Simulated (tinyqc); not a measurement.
Double-gate transistor below threshold, two-dimensional Poisson equation on a small mesh: one step of the calculation.

Half of a symmetric double-gate structure: row 0 is the mid-plane of the body, where the normal field vanishes. Mobile charge is neglected (subthreshold), the body is fully depleted, and potentials are counted from the intrinsic level; rows run upward to the gate, columns from source to drain.

Question. Over-relaxation sweep (omega = 1.5). Free nodes: rows 0..4, columns 1..6, taken row by row from row 0, left to right. t = (up psi(above) + dn psi(below) + lat [psi(left) + psi(right)] + s)/(up + dn + 2 lat), with the newest neighbours; psi(new) = psi + 1.5 (t - psi).

psi after iteration 1 (V):
```
               j=0          j=1          j=2          j=3          j=4          j=5          j=6          j=7
row 0   0.47000000   0.54142890   0.61285709   0.68428591   0.75571409   0.82714291   0.89857109   0.97000000
row 1   0.47000000   0.54142883   0.61285715   0.68428585   0.75571415   0.82714285   0.89857115   0.97000000
row 2   0.47000000   0.54142879   0.61285718   0.68428582   0.75571418   0.82714282   0.89857118   0.97000000
row 3   0.47000000   0.22703851   0.25202209   0.29177906   0.33235104   0.37296757   0.41358776   0.97000000
row 4   0.12000000  -0.07488952  -0.07704864  -0.06519026  -0.05250275  -0.03976886  -0.02703203   0.37000000
row 5  -0.23000000  -0.23000000  -0.23000000  -0.23000000  -0.23000000  -0.23000000  -0.23000000  -0.23000000
```

up, row 0 to 4: [35.25, 35.25, 35.25, 50, 50]
dn, row 0 to 4: [0, 35.25, 35.25, 35.25, 50]
lat, row 0 to 4: [2.82, 5.64, 5.64, 3.3825000, 1.125]
s, row 0 to 4 (V): [0, 0, 0, 0, 0]

Find: psi after iteration 2.

Answer.

psi after iteration 2 (V):
```
            j=0       j=1       j=2       j=3       j=4       j=5       j=6       j=7
row 0   0.47000   0.54143   0.61286   0.68429   0.75571   0.82714   0.89857   0.97000
row 1   0.47000   0.54143   0.61286   0.68429   0.75571   0.82714   0.89857   0.97000
row 2   0.47000   0.33816   0.35853   0.40420   0.45301   0.50218   0.55139   0.97000
row 3   0.47000   0.05957   0.03659   0.05359   0.07487   0.09661   0.14683   0.97000
row 4   0.12000  -0.08686  -0.10585  -0.09942  -0.08983  -0.07989  -0.04270   0.37000
row 5  -0.23000  -0.23000  -0.23000  -0.23000  -0.23000  -0.23000  -0.23000  -0.23000
```

Program tinyqc, `OMP_NUM_THREADS=1 python tinyqc.py 2480037 2480038 out.jsonl`; Intel Xeon 2.30GHz, shared host, one thread, about 0.09 s.
